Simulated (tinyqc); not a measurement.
# Read current of a NAND string, cells in series solved by shooting, step by step

Computed by the program tinyqc: `OMP_NUM_THREADS=1 python tinyqc.py 2142036 2142037 out.jsonl`, one thread of a shared Intel Xeon 2.30GHz, about 0.6 s for the whole run. Printed values are rounded.

Cells in series, numbered from 0 at the source line (0 V) to the bit line, each followed by a gap resistance Rg. A cell with gate Vg, threshold VT, source Vs and drain Vd passes I = 2 nf K Vt^2 [F(Vs) - F(Vd)]/(1 + th max(Vg - VT, 0)), F(V) = ln^2(1 + exp((Vg - VT - nf V)/(2 nf Vt))). The selected cell has Vg = Vr, the others Vg = Vp.

Values chosen for this exercise; values of the order met in vertical NAND strings: temperature T = 358 K; gain factor of a cell K = 8.4 uA/V^2; slope factor nf = 2.3; mobility reduction factor th = 0.07 1/V; resistance of the gap between cells Rg = 6.5 kohm; bit-line voltage Vbl = 0.4 V; pass voltage Vp = 7.2 V; read voltage on the selected word line Vr = 2.83 V.

Constants: q = 1.602176634e-19 C, kB = 1.380649e-23 J/K, Vt = kB T/q. Results are converted to the units shown.

## Step 1: node voltages for a trial current

first trial current = 1.1 uA
thresholds from the source end, cell 0 to 5 (V): -2  1.4  -2  3.4  -2  -2

For a trial current I start at 0 V and, cell by cell (the selected one is cell 1), solve for the drain: sqrt(F(Vd)) = sqrt(F(Vs) - I/k), k = 2 nf K Vt^2/(1 + th max(Vg - VT, 0)), Vd = [Vg - VT - 2 nf Vt ln(exp(sqrt F) - 1)]/nf, then add I Rg.

node voltage after each cell and gap, trial 1, cell 0 to 5 (V): 0.0306195  0.155465  0.187040  0.244242  0.276398  0.308771

## Step 2: node voltages for a trial current

second trial current = 1.2 uA

As before.

node voltage after each cell and gap, trial 2, cell 0 to 5 (V): 0.0334099  0.171888  0.206456  0.269710  0.304985  0.340524

## Course of the secant iteration

Secant steps on the end voltage less Vbl, from the two trials; a trial above the saturation current of a cell has no solution and is moved halfway to the previous trial. Stop below 1e-9 V.

Course of the iteration:
```
iteration   I (uA)  end voltage - Vbl (V)  halvings
1          1.38730                2.41e-3         0
2          1.38002               -6.46e-5         0
3          1.38021               -7.12e-8         0
4          1.38021               2.10e-12         0
```

Converged in 4 iterations to I = 1.3802 uA. The selected cell takes 38.9 % of the bit-line voltage and the gaps together 13.5 %.
